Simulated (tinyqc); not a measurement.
Non-radiative capture by multiphonon emission, one effective mode: one step, computed by the program tinyqc. Command: `OMP_NUM_THREADS=1 python tinyqc.py 3024457 3024458 out.jsonl capture walk`. One thread of a shared host (Intel(R) Xeon(R) Processor @ 2.30GHz), about 0.01 s of CPU time with the checks.

The initial state (free carrier plus empty centre) lies dE above the final state; both have the same frequency and are displaced by dQ.

Problem. Geometry of the two curves. dQ = sqrt(2 S (hbar^2/u)/hbar omega); relaxation energy lambda = S hbar omega; phonons needed P = dE/hbar omega; classical barrier E_b = (dE - lambda)^2/(4 lambda); occupation n = 1/(exp(hbar omega/k_B T) - 1).

Inputs (values chosen for the exercise, with mass, screening and phonons like those of GaN):

| quantity | value | unit |
|---|---|---|
| energy released dE | 0.766 | eV |
| phonon energy hbar omega | 48 | meV |
| Huang-Rhys factor S | 6.93 | - |
| temperature T | 77 | K |

Centre: attractive.

Constants: hbar^2/u = 4.18015928e-03 eV angstrom^2; k_B = 8.617333262e-05 eV/K.

Give: dQ; lambda; P; classical barrier E_b; occupation n.

Solution.

dQ = 1.099 u^(1/2) angstrom

lambda = 0.33264 eV

P = 15.96

classical barrier E_b = 0.1411 eV

occupation n = 7.222e-04

dE exceeds lambda: the inverted case usual for deep centres, in which the curves cross on the far side of the initial minimum.
